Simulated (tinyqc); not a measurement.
The 3-omega method: a line heater on a substrate with a thin film: one step, computed by the program tinyqc. Command: `OMP_NUM_THREADS=1 python tinyqc.py 3002572 3002573 out.jsonl threeomega walk`. One thread of a shared host (Intel(R) Xeon(R) Processor @ 2.30GHz), about 0.01 s of CPU time with the checks.

A current at angular frequency omega = 2 pi f heats the line at 2 omega with the amplitude P per length; the temperature swing Delta T at 2 omega gives a voltage at 3 omega. The substrate is taken as semi-infinite and isotropic, and the heat capacity of heater and film is left out.

Question. Penetration depth. D = kappa/C; q = sqrt(2 i omega/D); penetration depth 1/|q| = sqrt(D/(2 omega)).

Inputs (values chosen for the exercise, modelled on polycrystalline aluminium nitride on silicon):

| quantity | value | unit |
|---|---|---|
| substrate conductivity kappa | 152 | W/(m K) |
| substrate heat capacity C | 1.62 | 1e6 J/(m^3 K) |
| heater half-width b | 7.9 | micrometre |
| current frequency f | 260 | Hz |
| substrate thickness d_s | 500 | micrometre |

Give: diffusivity D; penetration depth; |q| b; penetration depth / d_s.

Answer.

diffusivity D = 93.83 mm^2/s

penetration depth = 169.5 micrometre

|q| b = 0.04662

penetration depth / d_s = 0.3389

Caution: the penetration depth exceeds a fifth of the substrate thickness, so the back face is felt and the semi-infinite formula fails.
